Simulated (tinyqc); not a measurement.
Alloy A(1-x)B(x) by interpolation with bowing: one step. Gaps and lattice constant at x. Two cases, with inputs chosen for the exercise.

Task: Also give the wavelength hc/E of the lowest gap.

Each gap follows E(x) = (1 - x) E_A + x E_B - C x (1 - x); the lattice constant follows Vegard, a(x) = (1 - x) a_A + x a_B.

Constants: hc = 1239.841984 eV nm.

Case 1.

Values chosen (A near AlAs, B near InAs; not measured data): a = (5.659, 6.066) angstrom (lattice constant of A, B); x = 0.77 (fraction of B); Eg = (3.111, 0.421) eV (gap at Gamma to the s-like level of A, B); EgX = (2.235, 1.416) eV (gap to the lowest valley along Gamma-X of A, B); EgL = (2.444, 1.12) eV (gap to L of A, B); C = (0.796, 0, 0) eV (bowing of the Gamma, X and L gaps).

Case 2.

Values chosen (A near GaAs, B near InAs; not measured data): a = (5.645, 6.051) angstrom (lattice constant of A, B); x = 0.51 (fraction of B); Eg = (1.521, 0.411) eV (gap at Gamma to the s-like level of A, B); EgX = (1.959, 1.444) eV (gap to the lowest valley along Gamma-X of A, B); EgL = (1.809, 1.142) eV (gap to L of A, B); C = (0.555, 1.411, 0.362) eV (bowing of the Gamma, X and L gaps).

Give: a(x); linear parts; bowing terms C x (1 - x); gaps; wavelength of the lowest gap.

Result:

Case 1.

a(x) = 5.9724 angstrom

linear parts (eV): Gamma 1.0397, X 1.6044, L 1.4245

bowing terms C x (1 - x) (eV): Gamma 0.1410, X 0.0000, L 0.0000

gaps (eV): Gamma 0.8987, X 1.6044, L 1.4245

wavelength of the lowest gap = 1379.6 nm

The lowest valley is Gamma, so the gap is direct; the next, L, lies 526 meV higher.

Case 2.

a(x) = 5.8521 angstrom

linear parts (eV): Gamma 0.9549, X 1.6964, L 1.4688

bowing terms C x (1 - x) (eV): Gamma 0.1387, X 0.3526, L 0.0905

gaps (eV): Gamma 0.8162, X 1.3437, L 1.3784

wavelength of the lowest gap = 1519.0 nm

The lowest valley is Gamma, so the gap is direct; the next, X, lies 528 meV higher.

Computed by tinyqc, one run a case: `OMP_NUM_THREADS=1 python tinyqc.py N N+1 out.jsonl` with N = 1050371, 1050378; one thread of a shared Intel(R) Xeon(R) Processor @ 2.30GHz, about 0.01 s a run at most.
